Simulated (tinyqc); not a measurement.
Inside a calculation. Model: elastic strain and critical thickness of a cubic alloy layer A(1-x)B(x) on a thick substrate. Computed by tinyqc, a small Python program that keeps every step. Command: `OMP_NUM_THREADS=1 python tinyqc.py 3004615 3004616 out.jsonl misfit walk`. One thread of a shared host (Intel(R) Xeon(R) Processor @ 2.30GHz), about 0.01 s of CPU time with the checks. Intermediate numbers are printed to about 7 digits and carried at full precision; extremes and crossings named in words are read from the listed rows.

Strain is positive in tension. The layer is coherent with the substrate unless said otherwise.

Inputs (values chosen for the exercise, for a model alloy):
```
quantity                                 value        unit
fraction x of B                           0.78           -
lattice constant a_A                     5.869    angstrom
lattice constant a_B                     6.058    angstrom
substrate lattice constant a_S           5.864    angstrom
layer thickness h                           14          nm
biaxial modulus of the substrate M_S      92.8         GPa
substrate thickness t_S                    200  micrometre
wafer diameter W                           150          mm
X-ray wavelength                      1.540593    angstrom
start of the iteration h0/b                100           -
```

Growth plane: (001). Layer: buried under a thick cap. Misfit dislocation: 60-degree.

C11, C12, C44 of A (GPa): 91.87  49.9  48.04

C11, C12, C44 of B (GPa): 82.57  47.42  39.44

## Alloy by Vegard's rule, and misfit

a = (1 - x) a_A + x a_B, the same rule for each C_ij; misfit f = (a_S - a)/a, the in-plane strain of the coherent layer.

free lattice constant a = 6.01642 angstrom

elastic constants (GPa): C11 84.6160, C12 47.9656, C44 41.3320

misfit f = -0.02533400

The layer is compressed in the plane by 2.53 %.

## Biaxial strain, stress and energy

(001): D = 2 C12/C11, M = C11 + C12 - 2 C12^2/C11. The free surface carries no normal stress, so e_perp = -D f; dV/V = 2 f + e_perp; stress = M f; energy per area = M f^2 h (1 GPa nm = 1 J/m^2).

ratio D = 1.133724

normal strain e_perp = 0.02872177

volume strain dV/V = -0.02194624

biaxial modulus M = 78.20184 GPa

in-plane stress = -1.981166 GPa

strain energy per area = 0.7026720 J/m^2

Caution: above about 2 % misfit, linear elasticity is rough and compressed layers tend to form islands before dislocations.

## Symmetric X-ray reflection

Reflection 004: d = a_perp/sqrt(16), with a_perp = a (1 + e_perp) for the coherent layer, a for the relaxed layer and a_S for the substrate; sin(theta) = lambda/(2 d).

Bragg angles:
```
crystal         a_perp (angstrom)  theta (degrees)  from substrate (arcsec)
substrate                5.864000         31.69794                    0.000
coherent layer           6.189222         29.85660                -6628.822
relaxed layer            6.016420         30.80578                -3211.770
```

peak separation of the coherent layer = -6628.822 arcsec

The coherent layer lies 2.06 times as far from the substrate peak as a relaxed one, about 1 + D = 2.13: reading its peak as relaxed would overstate the mismatch by that factor.

## Isotropic constants and the prefactor A

Voigt averages: G = (C11 - C12 + 3 C44)/5, B = (C11 + 2 C12)/3, nu = (3 B - 2 G)/(2 (3 B + G)); b = a/sqrt(2). The 60-degree dislocation has cos alpha = 1/2, and cos lambda = 1/2 on (001). Matthews-Blakeslee: h_c = A [ln(h_c/b) + 1], A = b (1 - nu cos^2 alpha)/(4 pi |f| (1 + nu) cos lambda), the factor 4 pi being that of a buried layer, with a dislocation at both interfaces.

shear modulus G = 32.12928 GPa

Poisson ratio nu = 0.2733933

Burgers vector b = 0.4254251 nm

prefactor A = 1.955377 nm

## Critical thickness by fixed-point iteration

Start at h0, put the right side back in, and stop when the change is below 1e-9 h or h turns negative.

Iteration:
```
step  h in (nm)  h out (nm)    change (nm)
1      42.54251    10.96022  -3.158229e+01
2      10.96022     8.30828  -2.651944e+00
3       8.30828     7.76660  -5.416789e-01
4       7.76660     7.63477  -1.318315e-01
5       7.63477     7.60129  -3.347582e-02
6       7.60129     7.59270  -8.592504e-03
7       7.59270     7.59049  -2.211610e-03
...         ...         ...            ...
11      7.58973     7.58972  -9.740560e-06
12      7.58972     7.58972  -2.509506e-06
13      7.58972     7.58972  -6.465363e-07
14      7.58972     7.58972  -1.665703e-07
15      7.58972     7.58972  -4.291434e-08
16      7.58972     7.58972  -1.105624e-08
17      7.58972     7.58972  -2.848473e-09
```

critical thickness h_c (Matthews-Blakeslee) = 7.589719 nm

Converged; near the root each step shrinks the error by A/h_c = 0.258. h_c is 17.8 Burgers vectors.

## Equilibrium strain at the thickness h

For h > h_c the same force balance gives the strain left, |e| = |f| A [ln(h/b) + 1]/h, and below h_c e = f; relaxation = 1 - e/f; dislocations per length across each line direction = (|f| - |e|)/(b cos lambda).

strain left e = -0.01590057

relaxation = 37.23626 %

dislocation line density = 44.34827 1/micrometre

h is 1.84 h_c: in equilibrium dislocations lie 22.5 nm apart; slow nucleation and glide can keep a real layer more strained.

## Wafer curvature of the coherent layer

Stoney: curvature = 6 |stress| h/(M_S t_S^2); radius = 1/curvature; bow = curvature W^2/8.

curvature = 0.04483241 1/m

radius of curvature = 22.30529 m

bow = 126.0912 micrometre

Caution: the curvature assumes a coherent layer, but h exceeds h_c. Caution: a bow above a fifth of the wafer thickness is beyond Stoney's small-deflection limit.

## Force balance against energy balance

People-Bean: h_c = P ln(h_c/b), P = (1 - nu)/(1 + nu) b^2/(16 pi sqrt(2) a f^2). The misfit is scaled by 0.25, 0.4, 0.6, 1, 1.5, 2.2 at fixed a, b and nu; the upper root is taken, and rows with A < 1.3 b or P < 3 b, where the roots shrink to the core size or vanish, are left out.

Critical thickness:
```
|f| (%)   Matthews-Blakeslee (nm)  People-Bean (nm)     ratio
0.633350                 44.12688          414.2167  9.386948
1.013360                 24.75322          135.5340  5.475406
1.520040                 14.83330           49.7669  3.355084
2.533400                  7.58972           12.8103  1.687847
3.800100                  4.32743            3.5455  0.819305
```

The exponents d ln h_c/d ln f are -1.23 and -2.38 between the first rows, steeper than the -1 and -2 of the prefactors because of the logarithm. The ratio falls from 9.39 to 0.819 as the misfit grows, so the two criteria cross. Where People-Bean lies above, a layer between the lines is metastable: dislocations would lower the energy but have to be nucleated; where it falls below, it is out of its range. People-Bean has no form for a buried layer. Above about 2 % misfit islands may come first.

Checks made by the program: D and M against the full stiffness tensor (relative difference below 1e-10); h_c against the Lambert function, -A W_(-1)(-b/(A e)) (relative difference 1e-10).
